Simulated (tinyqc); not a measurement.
Crystal pulling from the melt: segregation, interface stability, heat balance and point-defect regime: one step, computed by the program tinyqc.

A dilute solute; steady pulling with a flat interface unless it is found unstable.

Task: Concentration at the frozen fraction g. Axial profile: C_s = k_eff C0 (1 - g)^(k_eff - 1); bulk melt C_L = C_s/k_eff. Usable fraction: the g at which C_s has changed by 30 % from its first value (0.99 at most).

Inputs (values chosen for the exercise, modelled on aluminium in silicon): initial melt concentration C0 = 2.2e+17 1/cm^3; frozen fraction g = 0.34.

Loss from the melt surface: none.

k_eff = 0.002725571

Give: C_s; C_L; usable fraction.

Result:

C_s = 9.075e+14 1/cm^3

C_L = 3.330e+17 1/cm^3

usable fraction = 0.2313

C_s rises along the crystal.
